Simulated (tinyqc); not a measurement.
# Worked calculation: ferroelectric switching by domains, regions with a spread of times with Merz's law

Numbers from tinyqc (`OMP_NUM_THREADS=1 python tinyqc.py 2860112 2860113 out.jsonl`; about 0.01 s on one thread of a shared Intel Xeon 2.30GHz). Printed values are rounded.

A film poled to -Ps gets a pulse V of length t. Field E = V/d, characteristic time tau = t0 exp(Ea/E). The film consists of seven classes of regions, z = -3..3, with weights w_z proportional to exp(-z^2/2) and summing to one, and times tau_z = tau 10^(wd z); the switched share is f = sum w_z [1 - exp(-(t/tau_z)^m)]. P = Ps (2 f - 1).

Parameters, values chosen for the exercise: switchable polarisation Ps = 12 uC/cm^2; time prefactor t0 = 0.32 ns; activation field Ea = 11000 kV/cm; film thickness d = 20 nm; Avrami exponent m = 2; pulse voltage V = 3.1 V; spread of switching times wd = 0.5 decades; pulse length tp = 340 ns.

## Field and characteristic time

E = V/d, tau = t0 exp(Ea/E).

E = 1550 kV/cm
tau = 386.5804 ns

## Switched share of each class after the pulse

w_z, tau_z and f_z = 1 - exp(-(tp/tau_z)^m); f = sum w_z f_z.

w_z, z -3 to 3: [0.004433048, 0.05400558, 0.2420362, 0.3990503, 0.2420362, 0.05400558, 0.004433048]
tau_z, z -3 to 3 (ns): [12.22475, 38.65804, 122.2475, 386.5804, 1222.475, 3865.804, 12224.75]
f_z, z -3 to 3: [1.000000, 1.000000, 0.999563, 0.538619, 0.074437, 0.007705, 0.000773]
f = 0.5337413
P after the pulse = 0.8097907 uC/cm^2
